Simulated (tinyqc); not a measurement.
Inside a calculation. Method: plane-wave Kohn-Sham cycle with exchange-only LDA in a layered model solid. One step of it, computed by the program tinyqc.

Question. Iteration 1: Hamiltonian at one k. H(m,m') = (k + G_m)^2/2 delta + V(G_m - G_m'), with V(-G) = V(G).

A solid whose potential varies along x alone (atomic units):
```
parameter                      value
period a                   17.000000
cross-section of the cell  10.000000
electrons per cell                 2
grid points                       16
plane waves -n..n, n               2
k points                           2
V1 in V1 cos(2 pi x/a)     -0.120000
V2 in V2 cos(4 pi x/a)      0.080000
```

V(G_m), m = 0, 1, 2, ... (hartree): -0.223967  -0.060000  0.040000  0.000000  0.000000

k = 0.250000 2 pi / a

Give: H.

Answer.

H (hartree), lower triangle:
```
         -2       -1       +0       +1      +2
-2  -0.0148
-1  -0.0600  -0.1855
+0   0.0400  -0.0600  -0.2197
+1   0.0000   0.0400  -0.0600  -0.1172
+2   0.0000   0.0000   0.0400  -0.0600  0.1218
```
